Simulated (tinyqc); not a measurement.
Thickness, silicon consumed, volume change, sheet resistance: thermodynamics of metal silicides: hull, first phase, silicon consumed, nucleation and stability against SiO2. Computed by tinyqc, a small Python program. Command: `OMP_NUM_THREADS=1 python tinyqc.py 3000239 3000240 out.jsonl silphase walk`. One thread of a shared host (Intel(R) Xeon(R) Processor @ 2.30GHz), about 0.01 s of CPU time with the checks.

Entropies of formation of the solids are neglected, so heats stand for free energies. Si fractions: M5Si3 0.3750, MSi 0.5000, MSi2 0.6667.

Inputs (values chosen for the exercise, of the order of those of tungsten silicides for heats and volumes only): molar volume of M = 9.55 cm^3/mol; molar volume of Si = 12.06 cm^3/mol; metal thickness t = 12 nm.

Phases: M5Si3, MSi, MSi2.

volumes of the three phases per mole of M (cm^3/mol): 13.5  16.8  24.9

resistivities of the three phases (microohm cm): 31  30  20

Method. Per phase M_a Si_b, for ample silicon (not limited to t_Si): silicide thickness = t V/V_M; silicon consumed = t (b/a) V_Si/V_M; net volume change = V/(V_M + (b/a) V_Si) - 1; the top surface lies (silicide thickness - silicon consumed) above the old interface; sheet resistance = resistivity/thickness.

Films:
```
phase  thickness (nm)  Si consumed (nm)  volume change (%)  top above old interface (nm)  sheet resistance (ohm)
M5Si3          16.963             9.092            -19.576                        7.8710                  18.275
MSi            21.110            15.154            -22.258                        5.9560                  14.211
MSi2           31.288            30.308            -26.047                        0.9801                   6.392
```

silicon consumed by MSi = 15.154 nm

sheet resistance of MSi = 14.211 ohm

For a given sheet resistance the silicon consumed goes as resistivity x (b/a)/V: M5Si3 1.38, MSi 1.79, MSi2 1.61. It is least for M5Si3, which matters on shallow junctions and thin silicon. All three reactions shrink the total volume.

Extremes, crossings and ranges named in words are read from the listed rows.
